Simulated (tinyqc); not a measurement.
Comparisons within one model: ellipsoidal valleys in the axes of a wafer and a channel. A value that a table varies takes the place of the one given here.

Valleys with axes a along x, y and z, two valleys each; inverse mass tensor w = 1/mt + (1/ml - 1/mt) a a. Device axes: z = nz/|nz|, x = nx/|nx|, y = z cross x; in them a = (ax, ay, az). Confinement mass mz = 1/w_zz. In the plane w_ij is replaced by u_ij = w_ij - w_iz w_jz/w_zz (i, j = x, y); density-of-states mass md = 1/sqrt(det u); conductivity mass along x mc = 1/u_xx; ballistic transport mass mx = u_yy/det u, width mass my = 1/u_yy.

Hard walls: E_n = c (n pi/t)^2/mz, c = hbar^2/2m0, n = 1, 2, 3. Non-degenerate share of a valley proportional to md sum_n exp(-E_n/kT); mean 1/mc = sum of share/mc. 1 nm = 10 angstrom.

Constants: hbar^2/2m0 = 3.80998211 eV angstrom^2; kB = 8.617333262e-05 eV/K.

Values chosen for the exercise (near those of the Delta valleys of Si; shifted at random, so the results belong to these values and not to a real crystal): ml = 0.918 m0 (longitudinal mass); mt = 0.185 m0 (transverse mass); t = 7.2 nm (thickness of the film); T = 400 K (temperature); nz = (1, 1, 0) (surface normal (confinement)); nx = (0, 0, 1) (channel direction).

## Wafer and channel orientation

For each face/channel: the lowest ladder (mz, number of valleys, md, E1, share) and the mean conductivity mass over all valleys.

Results:
```
face/channel     mz  valleys     md  E1 (meV)  share  mean mc
(111)/[11-2]  0.252        6  0.353      28.8  1.000   0.2903
(111)/[1-10]  0.252        6  0.353      28.8  1.000   0.2903
(001)/[110]   0.918        2  0.185       7.9  0.473   0.2344
(110)/[1-11]  0.308        4  0.319      23.6  0.728   0.3058
(100)/[011]   0.918        2  0.185       7.9  0.473   0.2344
(110)/[1-10]  0.308        4  0.319      23.6  0.728   0.3584
(112)/[11-1]  0.396        2  0.282      18.3  0.401   0.3147
```

The mean conductivity mass is lowest, 0.2344, for (001)/[110] and (100)/[011] and highest, 0.3584, for (110)/[1-10]; the bulk value is 0.2521. The confinement energy is lowest on the face with the heaviest mz ((001), 8 meV). The density of states of the lowest ladder, valleys times md, runs between 0.370 and 2.118; a small value limits the charge through the quantum capacitance.

## Thickness of the film

Share of the lowest ladder and mean conductivity mass.

Results:
```
t (nm)  lowest E1 (meV)  spread of E1 (meV)  share of the lowest ladder  mean mc
2.0               305.3               202.9                       0.998   0.1853
3.0               135.7                90.2                       0.955   0.1919
4.0                76.3                50.7                       0.871   0.2062
5.0                48.8                32.5                       0.801   0.2199
7.0                24.9                16.6                       0.732   0.2354
10.0               12.2                 8.1                       0.700   0.2432
14.0                6.2                 4.1                       0.680   0.2485
```

The spread falls as 1/t^2 and passes kT = 34.5 meV between t = 4 and 5 nm; the share of the lowest ladder goes from 0.998 to 0.680 and the mean mass goes from 0.1853 to 0.2485, against 0.2521 for equal shares, the limit of a thick film (the bulk value 3/(1/ml + 2/mt) is 0.2521). Three subbands a valley become too few once E3 nears kT. In the thinnest rows E1 (305 meV) is beyond the parabolic range.

## What each parameter does

Lowest E1, its share and the mean conductivity mass. Each row changes one parameter from the base and keeps the others.

Results:
```
case           lowest E1 (meV)   share  mean mc (m0)
base                     23.56  0.7281        0.2363
ml = 0.826 m0            24.00  0.7264        0.2349
mt = 0.204 m0            21.73  0.7210        0.2605
t = 7.92 nm              19.47  0.7177        0.2388
T = 440 K                23.56  0.7226        0.2376
```

The largest shifts from the base row, up to three for each result and ties (the steps differ in size, so this ranks the rows, not the parameters). lowest E1 (meV): t -4.09, mt -1.83, ml +0.44; unchanged at the printed digits by T. share: t -0.0103, mt -0.0070, T -0.0055. mean mc (m0): mt +0.0242, t +0.0025, ml -0.0015.

Program tinyqc; command `OMP_NUM_THREADS=1 python tinyqc.py 1850939 1850940 out.jsonl`; about 0.01 s on one thread of a shared Intel(R) Xeon(R) Processor @ 2.30GHz.
